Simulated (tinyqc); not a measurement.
Changing the confinement constant beta: Raman line shape of confined optical phonons and breathing modes of small crystals. Computed by tinyqc, a small Python program. Command: `OMP_NUM_THREADS=1 python tinyqc.py 3020124 3020125 out.jsonl confine sweep`. One thread of a shared host (Intel(R) Xeon(R) Processor @ 2.30GHz), about 0.04 s of CPU time with the checks.

Confinement in 1 direction(s) lets phonons with q away from zero scatter light. q is in units of 2 pi/a, from 0 to 1, and the branch is isotropic: omega(q)^2 = (omega_0^2 + omega_X^2)/2 + ((omega_0^2 - omega_X^2)/2) cos(pi q). The model and its constant beta are phenomenological; beta = 8 is the common choice.

Inputs (values chosen for the exercise, modelled on silicon):

| quantity | value | unit |
|---|---|---|
| bulk frequency omega_0 | 521 | 1/cm |
| frequency at the zone boundary omega_X | 405 | 1/cm |
| natural width Gamma_0 | 3 | 1/cm |
| lattice constant a | 5.431 | angstrom |
| size L | 15 | nm |

Shape: film.

Method:
- Weight W(q) = q^0 exp(-(2 L q/a)^2/(2 beta)) dq, that is exp(-k^2 L^2/(2 beta pi^2)) for k = 2 pi q/a.
- Width q_c = a sqrt(2 beta)/(2 L), where the exponential falls to 1/e; curvature of the branch: omega(q) = omega_0 - c q^2, c = pi^2 (omega_0^2 - omega_X^2)/(8 omega_0); for small q_c the mean of q^2 is (number of confined directions) q_c^2/2, and the mean shift is -c times that.
- I(omega) = int W(q) / [(omega - omega(q))^2 + (Gamma_0/2)^2] dq / int W dq x (Gamma_0/2)^2, by 400 Gauss-Legendre points on 0 < q < min(1, 2.5 a sqrt(2 beta)/L).
- The peak is the maximum of I; the width is taken between the half-maximum points, and the asymmetry is the low-side half-width over the high-side one.

One run for each value:

| confinement constant beta | peak shift (1/cm) | full width (1/cm) | asymmetry | q_c (2 pi/a) |
|---|---|---|---|---|
| 1.0 | -0.079971 | 3.0260 | 1.0043 | 0.025602 |
| 1.5 | -0.115410 | 3.0548 | 1.0119 | 0.031356 |
| 2.0 | -0.147480 | 3.0902 | 1.0227 | 0.036207 |
| 3.0 | -0.202860 | 3.1720 | 1.0507 | 0.044344 |
| 4.0 | -0.248910 | 3.2599 | 1.0829 | 0.051204 |
| 6.0 | -0.321460 | 3.4364 | 1.1508 | 0.062712 |
| 8.0 | -0.376590 | 3.6043 | 1.2174 | 0.072413 |
| 12.0 | -0.456120 | 3.9081 | 1.3406 | 0.088688 |

Over the rows, peak shift (1/cm) falls from -0.0800 to -0.456 (exponent d ln y / d ln x 0.90 between the first rows and 0.47 between the last); full width (1/cm) rises from 3.03 to 3.91 (exponent d ln y / d ln x 0.023 between the first rows and 0.20 between the last); asymmetry rises from 1.00 to 1.34 (exponent d ln y / d ln x 0.019 between the first rows and 0.24 between the last). Only L^2/beta enters, so a size read from a line shape is uncertain by the square root of the uncertainty in beta.

Extremes, crossings and ranges named in words are read from the listed rows.
